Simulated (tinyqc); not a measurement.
Equilibrium and kinetic segregation of a solute to boundaries and growing surfaces: one step, computed by the program tinyqc. Command: `OMP_NUM_THREADS=1 python tinyqc.py 3011618 3011619 out.jsonl segreg walk`. One thread of a shared host (Intel(R) Xeon(R) Processor @ 2.30GHz), about 0.01 s of CPU time with the checks.

Question. How fast the boundary fills. McLean kinetics from a uniform start, fed from both sides, with a constant enrichment beta = theta_inf/x0: (theta - x0)/(theta_inf - x0) = 1 - exp(s^2) erfc(s), s = 2 sqrt(D t)/(beta delta); half filling at s = 0.7691, t = (0.7691 beta delta/2)^2/D. D is an input and does not follow T.

Inputs (values chosen for the exercise, modelled on phosphorus in polycrystalline silicon): total solute fraction x0 = 0.0027; temperature T = 900 K; boundary thickness delta = 0.43 nm; bulk diffusivity D = 3.8e-21 m^2/s; anneal time t = 96 s.

coverage theta_inf = 0.7474304

Give: s; degree of filling; time to half filling; diffusion length sqrt(D t).

Answer.

s = 0.01015

degree of filling = 0.01135

time to half filling = 5.514e+05 s

diffusion length sqrt(D t) = 0.6040 nm
